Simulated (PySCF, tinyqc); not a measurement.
Ways to converge the cycle: SCF convergence aids in the sto-6g basis, for H3+, spin multiplicity 1. Computed by the program tinyqc with PySCF. 

Geometry (angstrom):
```
atom       x       y       z
H     0.0000  0.0000  0.0000
H     0.0000  0.0000  1.5890
H     0.0000  1.3760  0.7950
```

lowest restricted solution found by these runs and by PySCF = -1.094129 hartree

RHF with one setting changed at a time; a run stops when the energy changes by less than 1e-09 hartree and the error matrix is below 1e-5. The start is the core Hamiltonian. Damping d keeps d of the old density; a shift (hartree) raises the virtual levels; DIIS n extrapolates F over n matrices.

Largest element of the error matrix X^T (FDS - SDF) X:
```
iteration    plain  damping 0.3  damping 0.6  shift 0.4   DIIS 3   DIIS 8
1          1.4e-04      1.4e-04      1.4e-04    1.4e-04  1.4e-04  1.4e-04
2          1.4e-06      4.4e-05      8.6e-05    5.7e-05  1.4e-06  1.4e-06
3          1.3e-08      1.3e-05      5.2e-05    2.3e-05  2.9e-11  2.9e-11
4                -      4.1e-06      3.1e-05    9.4e-06        -        -
5                -      1.3e-06      1.9e-05          -        -        -
6                -            -      1.1e-05          -        -        -
```

How each run ends:
```
run          iterations  E (hartree)         state
plain                 3    -1.094129  lowest found
damping 0.3           5    -1.094129  lowest found
damping 0.6           7    -1.094129  lowest found
shift 0.4             4    -1.094129  lowest found
DIIS 3                3    -1.094129  lowest found
DIIS 8                3    -1.094129  lowest found
```

6 of 6 runs reach the lowest restricted solution found, in 3 to 7 iterations (fastest: plain, DIIS 3, DIIS 8). Plain steps already contract here, so damping only slows them. The restricted reference is unstable here: a spin-polarised solution lies 0.0009 hartree lower (PySCF), so results built on it describe a poor reference.
